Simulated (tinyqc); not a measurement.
Length of a polyene: Hueckel, PPP and singles CI along the polyenes. Computed by the program tinyqc. Hueckel uses the same beta without repulsion; CIS keeps all single excitations and so misses the low, doubly excited 2Ag state. W is the valence ionisation energy of a centre, MN the Mataga-Nishimoto formula, f the oscillator strength.

All-trans chains of carbon centres 1.40 angstrom apart:
```
parameter                               value
beta (eV), times 1 +/- alternation  -2.120000
alternation                          0.190000
W (eV)                              11.160000
gamma_rr (eV)                       10.130000
repulsion formula                          MN
```

Gaps and excitations (eV):
```
centres  Hueckel gap  PPP orbital gap  bright singlet (CIS)      f  lowest triplet (CIS)
2              5.046           10.149                 7.559  0.648                 2.532
4              3.613            8.317                 5.583  0.867                 1.954
6              2.958            7.430                 4.750  1.176                 1.696
8              2.592            6.925                 4.287  1.462                 1.562
10             2.363            6.608                 4.001  1.738                 1.484
12             2.208            6.396                 3.813  2.010                 1.435
14             2.098            6.246                 3.682  2.283                 1.403
```

What does the comparison show, and why?

The Hueckel gap tends to 4 x alternation x |beta| = 1.61 eV for long chains. Exchange opens the PPP orbital gap, and the attraction of electron and hole brings the bright state 2.56 eV below it at 14 centres; the triplet lies 2.28 eV lower still.
